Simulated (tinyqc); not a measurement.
Spin coating of a resist or spin-on film: centrifugal thinning, evaporation and the final thickness (Emslie and Meyerhofer models): one step, computed by the program tinyqc. Command: `OMP_NUM_THREADS=1 python tinyqc.py 3112297 3112298 out.jsonl spincoat walk`. One thread of a shared host (Intel(R) Xeon(R) Processor @ 2.30GHz), about 0.06 s of CPU time with the checks.

A Newtonian film stays uniform over the wafer; solvent and solids have the same density and the concentration is uniform through the thickness.

Question. Rates. omega = 2 pi f/60; nu(c) = nu_s + k c^gamma; evaporation rate e = e0 sqrt(f/1000 rpm). Flow constant K = 2 omega^2/(3 nu(c0)); Reynolds number of the air omega R^2/nu_air with nu_air = 15 mm^2/s.

Inputs (values chosen for the exercise, of the order of those of a polymer resist in an ester solvent): solids volume fraction c0 = 0.33; kinematic viscosity of the solvent nu_s = 2 mm^2/s; viscosity constant k = 680 mm^2/s; viscosity exponent gamma = 3; spin speed f = 2500 rpm; evaporation rate at 1000 rpm e0 = 0.42 micrometre/s; wafer radius R = 150 mm.

Give: omega; nu(c0); evaporation rate e; flow constant K; Reynolds number of the air.

Answer.

omega = 261.80 1/s

nu(c0) = 26.43716 mm^2/s

evaporation rate e = 0.66408 micrometre/s

flow constant K = 0.0017283 1/(micrometre^2 s)

Reynolds number of the air = 3.9270e+05

Caution: above a Reynolds number of about 3e5 the air flow near the rim turns turbulent, and evaporation is no longer uniform.
